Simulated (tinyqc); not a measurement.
Carrier lifetime of a p-type layer with SRH, radiative, Auger and surface recombination: two steps of the calculation.

Uniform excess density dn = dp (no trapping), n = n0 + dn, p = p0 + dn, Boltzmann statistics, full ionisation. Surfaces enter as a rate 2 S dn/d, which holds while diffusion to them is fast.

Inputs (values chosen for the exercise); band and dielectric values close to those of indium phosphide: temperature T = 250 K; band gap Eg = 1.36 eV; conduction-band density of states at T Nc = 4.42e17 cm^-3; valence-band density of states at T Nv = 8.52e18 cm^-3; radiative coefficient B = 1.18e-10 cm^3/s; acceptor density N = 2e14 cm^-3; Auger coefficient (two electrons) Cn = 2.1e-30 cm^6/s; Auger coefficient (two holes) Cp = 1.1e-30 cm^6/s; trap density Nt = 3.4e11 cm^-3; capture cross-section for electrons sn = 5e-17 cm^2; capture cross-section for holes sp = 3e-16 cm^2; thermal velocity (both carriers) vth = 2.1e7 cm/s; trap level below the conduction band Et = 0.92 eV; surface recombination velocity (both faces) S = 3 cm/s; sample thickness d = 10 um.

Constants: q = 1.602176634e-19 C, kB = 1.380649e-23 J/K, Vt = kB T/q. Results are converted to the units shown.

Problem 1. Equilibrium densities and SRH constants. ni = sqrt(Nc Nv) exp(-Eg/(2 Vt)), Eg in volts; majority density N/2 + sqrt(N^2/4 + ni^2), n0 p0 = ni^2; n1 = Nc exp(-Et/Vt), p1 = Nv exp((Et - Eg)/Vt); tn0 = 1/(sn vth Nt), tp0 = 1/(sp vth Nt).

Wanted: ni; n0; p0; n1; p1; tn0; tp0.

Solution 1.

ni = 3.800e4 cm^-3
n0 = 7.218e-6 cm^-3
p0 = 2.000e14 cm^-3
n1 = 0.1256 cm^-3
p1 = 1.149e10 cm^-3
tn0 = 0.002801 s
tp0 = 4.669e-4 s

Problem 2. Lifetime, shares and quasi-Fermi splitting. With e = n p - ni^2 = dn (n0 + p0 + dn): U_SRH = e/(tp0 (n + n1) + tn0 (p + p1)), U_rad = B e, U_Aug = (Cn n + Cp p) e, U_s = 2 S dn/d. tau = dn/U, shares of U, splitting Vt ln(n p/ni^2), radiative efficiency U_rad/U.

converged dn = 4.7775061e13 cm^-3
ni = 37995.684 cm^-3
n0 = 7.2183600e-6 cm^-3
p0 = 2e14 cm^-3
n1 = 0.12561415 cm^-3
p1 = 1.1492910e10 cm^-3
tn0 = 0.0028011204 s
tp0 = 4.6685341e-4 s

Wanted: tau; shares; quasi-Fermi splitting.

Solution 2.

tau = 2.8103e-5 s
shares (%): SRH 0.972, radiative 82.166, Auger 0.000, surface 16.862
quasi-Fermi splitting = 0.93823 V

Radiative recombination takes the largest share. dn is 0.24 times the doping: intermediate injection.

Program tinyqc, `OMP_NUM_THREADS=1 python tinyqc.py 2300057 2300058 out.jsonl`; Intel Xeon 2.30GHz, shared host, one thread, about 0.01 s.
